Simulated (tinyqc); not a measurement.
Changing the gamma-ray energy E: thermal displacements in the Debye model: Debye-Waller factors, bond-length spread and the Lindemann rule. Computed by tinyqc, a small Python program. Command: `OMP_NUM_THREADS=1 python tinyqc.py 3028220 3028221 out.jsonl debyewaller sweep`. One thread of a shared host (Intel(R) Xeon(R) Processor @ 2.30GHz), about 0.01 s of CPU time with the checks.

A Debye spectrum with three branches of one velocity, cut at k_B Theta; 8 atoms per cube, nearest neighbours at d = 0.433013 a.

Inputs (values chosen for the exercise, modelled on germanium): atomic mass M = 72.63 u; Debye temperature Theta = 280 K; temperature T = 600 K.

Structure: diamond.

Constants: hbar^2/u = 4.18015928e-03 eV angstrom^2; k_B = 8.617333262e-05 eV/K; e = 1.602176634e-19 C; u = 1.6605390666e-27 kg; c = 299792458 m/s; hbar = 6.582119569e-16 eV s.

Method:
- <u_x^2> = (3 hbar^2/(2 M k_B Theta)) int_0^1 s coth(s Theta/(2T)) ds (64 Gauss-Legendre points); it tends to 3 hbar^2/(4 M k_B Theta) at T = 0 and to 3 hbar^2 T/(M k_B Theta^2) at high T.
- B = 8 pi^2 <u_x^2>.
- A nucleus of this mass is supposed to emit a gamma ray of the energy chosen: recoil energy E_R = E^2/(2 M c^2), wave number k_g = E/(hbar c), recoil-free fraction f = exp(-k_g^2 <u_x^2>).

One run for each value:
```
gamma-ray energy E (keV),recoil-free fraction f,recoil energy (meV),k_g (1/angstrom)
4.0,9.3858e-01,0.118,2.027
6.0,8.6708e-01,0.266,3.041
10.0,6.7288e-01,0.739,5.068
14.4,4.3976e-01,1.532,7.298
22.0,1.4697e-01,3.577,11.149
50.0,4.9940e-05,18.476,25.339
```

Give the missing row, gamma-ray energy E (keV) = 35.0.

Computed row:
```
gamma-ray energy E (keV)  recoil-free fraction f  recoil energy (meV)  k_g (1/angstrom)
35.0                                  7.8026e-03                9.053            17.737
```

Interpolating between the two neighbouring rows (the first column on a logarithmic scale, the others too where they are positive) misses most in recoil-free fraction f, by 79 %. Over the rows, recoil-free fraction f falls from 0.939 to 4.99e-5 (exponent d ln y / d ln x -0.20 between the first rows and -14 between the last); recoil energy (meV) rises from 0.118 to 18.5 (exponent d ln y / d ln x about 2.0 throughout); k_g (1/angstrom) rises from 2.03 to 25.3 (exponent d ln y / d ln x about 1.0 throughout). ln f goes as -E^2, so only low-energy gamma rays leave without recoil at this T. Left out: 70.0 (the fraction is vanishingly small).
